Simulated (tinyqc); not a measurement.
Potential step from the flux.

Problem. On one interval J = (q mu Vt/hx) [nb B(d) - na B(-d)], B(d) = d/(exp(d) - 1), d = (psi_b - psi_a)/Vt. Find psi_b - psi_a, and the step at which J would vanish.

Values chosen for this exercise:
- T = 300 K (temperature)
- mu = 1340 cm^2/(V s) (electron mobility)
- na = 1.9e15 cm^-3 (density at the left node)
- nb = 4.4e13 cm^-3 (density at the right node)
- hx = 7 nm (node spacing)

Constants: q = 1.602176634e-19 C, kB = 1.380649e-23 J/K, Vt = kB T/q. Results are converted to the units shown.

J = -28603.225 A/cm^2

Solution. B(d) falls and B(-d) rises with d, so J falls steadily with the step and one value matches. J = 0 needs nb/na = exp(d), the Boltzmann ratio.

psi_b - psi_a = 0.03800 V
step for J = 0 = -0.09734 V

Numbers from tinyqc (`OMP_NUM_THREADS=1 python tinyqc.py 2220017 2220018 out.jsonl`; about 0.01 s on one thread of a shared Intel Xeon 2.30GHz).
